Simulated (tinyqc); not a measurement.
One anharmonic mode: perturbation theory, self-consistent phonons and exact levels: one step, computed by the program tinyqc.

V(x) = k x^2/2 + b x^4 for one coordinate x of mass M. A constant K > 0 gives hbar Omega = sqrt((hbar^2/u) K/M) with K in eV/angstrom^2 and M in u.

Question. Levels in the small basis. Diagonalise H.

Shape: single well.

H (meV):
$$\begin{pmatrix}
3.26738 & 0.00000 & 0.76607 & 0.00000 & 0.44229 \\
0.00000 & 10.34384 & 0.00000 & 2.21146 & 0.00000 \\
0.76607 & 0.00000 & 18.50369 & 0.00000 & 4.37846 \\
0.00000 & 2.21146 & 0.00000 & 27.74693 & 0.00000 \\
0.44229 & 0.00000 & 4.37846 & 0.00000 & 38.07355
\end{pmatrix}$$

Give: levels.

Answer.

levels (meV): [3.23, 10.07, 17.60, 28.02, 39.02]
